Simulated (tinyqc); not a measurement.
# Segment and feed resistance from two drops

Inverse problem. A rail is fed at one end through Rq; K loads of Ij follow, each after a segment Rs. The drop at load j is K Ij Rq + Rs Ij sum_(l=1..j) (K - l + 1). Find Rs, Rq and the worst drop, at the middle, if the rail were fed through Rq at both ends: K Ij Rq/2 + Rs Ij K^2/8 with the load taken as continuous.

Inputs (values chosen for the exercise):
```
symbol  value  unit                meaning
K          10        number of equal loads
Ij        1.3    mA   current of each load
```

drops at the first and at the last load (mV): [12.818000, 67.223000]

Solution. The difference of the two drops is Rs Ij K (K - 1)/2, which gives Rs; the first drop then gives Rq.

Rs = 0.9300 ohm
Rq = 0.05600 ohm
drop at the middle with two feeds = 15.48 mV

tinyqc, about 0.3 s, one thread, Intel Xeon 2.30GHz (shared host): `OMP_NUM_THREADS=1 python tinyqc.py 2770140 2770141 out.jsonl`
